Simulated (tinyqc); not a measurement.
# Threshold-voltage variability of a planar MOSFET, analytic estimates: what changes with what

Three independent sources add in quadrature: random dopants in the depleted layer, metal-gate grains of two orientations, and roughness of the two gate edges acting through the roll-off VT = VT(long) - Vr exp(-L/l). These are first-order estimates: no three-dimensional electrostatics, no percolation.

Values chosen for this exercise; material values close to those of silicon:
```
symbol,value,unit,meaning
T,273,K,temperature
Eg,1.13,eV,band gap
eps_r,11.5,,relative permittivity of the semiconductor
Nc,2.47e19,cm^-3,conduction-band density of states at T
Nv,2.33e19,cm^-3,valence-band density of states at T
Na,4.7e17,cm^-3,channel doping
ti,2,nm,oxide-equivalent thickness in inversion
L,90,nm,gate length
W,410,nm,gate width
G,4,nm,metal grain size
dW,0.3,eV,work-function difference of the two grain orientations
p,0.4,,share of the orientation of higher work function
De,1.1,nm,rms roughness of one gate edge
La,10,nm,correlation length of the roughness
l,24,nm,decay length of the threshold roll-off
Vr,1.9,V,prefactor of the roll-off
```

Constants: q = 1.602176634e-19 C, kB = 1.380649e-23 J/K, Vt = kB T/q, eps0 = 8.8541878128e-14 F/cm where lengths are in cm. Results are converted to the units shown.

Each table varies one quantity; the others keep the values above.

## Effect of the gate width

ni = sqrt(Nc Nv) exp(-Eg/(2 Vt)), Eg in volts; Cox = 3.9 eps0/ti; Wd = sqrt(4 eps0 eps_r Vt ln(Na/ni)/(q Na)); dopants: s1 = (q/Cox) sqrt(Na Wd/(3 L W)). Grains: Ng = L W/G^2 (at least 1), s2 = dW sqrt(p (1 - p)/Ng). Edges, with exponential correlation and u = W/La: the mean gate length has sL^2 = 2 De^2 (2/u)[1 - (1 - exp(-u))/u]; s3 = sL (Vr/l) exp(-L/l). s = sqrt(s1^2 + s2^2 + s3^2). l and Vr are held fixed.

Effect of the gate width:
```
W (nm)	s1 (mV)	s2 (mV)	s3 (mV)	s (mV)	s sqrt(L W) (mV um)
140	7.357	5.237	1.055	9.092	1.021
220	5.869	4.178	0.8532	7.254	1.021
360	4.588	3.266	0.6731	5.672	1.021
590	3.584	2.551	0.5287	4.431	1.021
950	2.824	2.010	0.4180	3.492	1.021
1600	2.176	1.549	0.3228	2.691	1.021
2500	1.741	1.239	0.2585	2.153	1.021
4100	1.359	0.9678	0.2020	1.681	1.021
```

Read the table: what changes, and by how much?

As W goes from 140 to 4100 nm, s falls from 9.09 to 1.68 mV. The dopants are the largest source in the first and the last row. The product s sqrt(L W) stays near 1.02 mV um: s1 and s2 count independent dopants and grains, so they go as 1/sqrt(L W), and s3 is too small to matter.

## Effect of the gate length

Same model as above.

l and Vr are held fixed.

Results:
```
L (nm)	s1 (mV)	s2 (mV)	s3 (mV)	s (mV)	s sqrt(L W) (mV um)
54	5.550	3.951	2.832	7.378	1.098
65	5.059	3.601	1.791	6.463	1.055
78	4.618	3.287	1.042	5.763	1.031
110	3.889	2.768	0.2746	4.781	1.015
140	3.447	2.454	0.07867	4.232	1.014
160	3.224	2.295	0.03419	3.958	1.014
200	2.884	2.053	0.006458	3.540	1.014
```

Estimate the missing row, L = 94 nm.

Computed row:
```
L (nm)	s1 (mV)	s2 (mV)	s3 (mV)	s (mV)	s sqrt(L W) (mV um)
94	4.207	2.995	0.5348	5.191	1.019
```

With this row back in the table: As L goes from 54 to 200 nm, s falls from 7.38 to 3.54 mV. The dopants are the largest source in the first and the last row. The product s sqrt(L W) falls from 1.10 to 1.01 mV um: s1 and s2 go as 1/sqrt(L W), so the change comes from s3 alone.

## Effect of the correlation length of the roughness

Same model as above.

l and Vr are held fixed.

The same in every row: s1 (mV) = 4.2991; s2 (mV) = 3.0604.

Result of one run:
```
La (nm)	s3 (mV)	s (mV)	s sqrt(L W) (mV um)
160	2.0468	5.6601	1.0873
```

What becomes of these results when the correlation length of the roughness La is changed from 160 to 80 nm, all else the same?

Result of the changed run:
```
La (nm)	s3 (mV)	s (mV)	s sqrt(L W) (mV um)
80	1.6244	5.5215	1.0606
```

The whole series:
```
La (nm)	s3 (mV)	s (mV)	s sqrt(L W) (mV um)
2	0.28538	5.2848	1.0152
5	0.44956	5.2962	1.0174
10	0.63184	5.3148	1.0209
20	0.88232	5.3503	1.0278
40	1.2154	5.4152	1.0402
80	1.6244	5.5215	1.0606
160	2.0468	5.6601	1.0873
```

As La goes from 2 to 160 nm, s rises from 5.28 to 5.66 mV. The dopants are the largest source in the first and the last row. The edge term s3 rises from 0.285 to 2.05 mV: a longer correlation averages out less along the width.

Numbers from tinyqc (`OMP_NUM_THREADS=1 python tinyqc.py 2090011 2090012 out.jsonl`; about 0.01 s on one thread of a shared Intel Xeon 2.30GHz).
